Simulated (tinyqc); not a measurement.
Valley splitting in a one-orbital chain of atomic planes (second-neighbour model), step by step. Values are carried at full precision from step to step, so a last printed digit may differ when a step is redone from the rounded ones.

Each (001) plane carries one orbital with energy e0, hopping v to the next plane and u to the second: E(phi) = e0 + 2 v cos(phi) + 2 u cos(2 phi), where phi = pi - k a/4 (the sign of every second orbital is chosen so that v > 0, which shifts the phase by pi). The minimum lies at cos(phi0) = -v/(4u), phi0 = pi - (pi/2) k0 for a valley at k0 (2 pi/a), and e0 puts it at zero. A slab of N planes has hard walls: the matrix simply ends.

Constants: hbar^2/2m0 = 3.80998211 eV angstrom^2.

Parameters, chosen for this exercise (near those of the Delta valleys of silicon; abrupt walls in this chain split the valleys several times more than measured wells; shifted at random, so the results belong to these values and not to a real crystal): a = 5.43 angstrom (lattice constant; planes lie a/4 apart); k0 = 0.85 2 pi/a (position of the valley); ml = 0.97 m0 (longitudinal mass); N = 11 (planes in the small slab).

## Hoppings from the valley position and mass

The curvature at the minimum is d2E/dphi2 = 8 u sin^2(phi0) = (2c/ml)/(a/4)^2 with c = hbar^2/2m0; v = -4 u cos(phi0); e0 = 2u + v^2/(4u).

phi0 = 1.80642 rad
u = 0.56357 eV
v = 0.52625 eV
e0 = 1.24999 eV

## The bulk band

E at phi = j pi/10.

Band:
```
phi/pi  E (eV)
0.0     3.4296
0.1     3.1629
0.2     2.4498
0.3     1.5203
0.4     0.6634
0.5     0.1229
0.6     0.0129
0.7     0.2830
0.8     0.7468
0.9     1.1609
1.0     1.3246
```

## Hamiltonian of the slab

e0 on the diagonal, v and u on the first and second off-diagonals.

H (eV):
```
[[1.2500, 0.5263, 0.5636, 0, 0, 0, 0, 0, 0, 0, 0],
 [0.5263, 1.2500, 0.5263, 0.5636, 0, 0, 0, 0, 0, 0, 0],
 [0.5636, 0.5263, 1.2500, 0.5263, 0.5636, 0, 0, 0, 0, 0, 0],
 [0, 0.5636, 0.5263, 1.2500, 0.5263, 0.5636, 0, 0, 0, 0, 0],
 [0, 0, 0.5636, 0.5263, 1.2500, 0.5263, 0.5636, 0, 0, 0, 0],
 [0, 0, 0, 0.5636, 0.5263, 1.2500, 0.5263, 0.5636, 0, 0, 0],
 [0, 0, 0, 0, 0.5636, 0.5263, 1.2500, 0.5263, 0.5636, 0, 0],
 [0, 0, 0, 0, 0, 0.5636, 0.5263, 1.2500, 0.5263, 0.5636, 0],
 [0, 0, 0, 0, 0, 0, 0.5636, 0.5263, 1.2500, 0.5263, 0.5636],
 [0, 0, 0, 0, 0, 0, 0, 0.5636, 0.5263, 1.2500, 0.5263],
 [0, 0, 0, 0, 0, 0, 0, 0, 0.5636, 0.5263, 1.2500]]
```

## Levels and the valley doublet

Diagonalise H. The two lowest levels are the doublet made from the valleys at +k0 and -k0; give their splitting, the weights of the lowest state, and its parity under reversal of the planes.

levels (eV): [0.1048, 0.1429, 0.3959, 0.5189, 0.8300, 0.9433, 1.2304, 1.4176, 2.1203, 2.7867, 3.2592]

splitting = 38.13 meV

weights on the planes: [0.049, 0.032, 0.081, 0.179, 0.016, 0.285, 0.016, 0.179, 0.081, 0.032, 0.049]

parity of the lowest state: even

The mean of the doublet lies 0.1238 eV above the bulk minimum, and level 3 lies 0.2721 eV above that mean; the weights oscillate from plane to plane because the two valleys interfere.

## Checks

- Mean of the doublet for 400 planes against the effective-mass level with W = 402 a/4 (meV): both 0.1302.

(tinyqc, `OMP_NUM_THREADS=1 python tinyqc.py 1450932 1450933 out.jsonl`, Intel(R) Xeon(R) Processor @ 2.30GHz, 1 thread, shared host, about 0.02 s.)
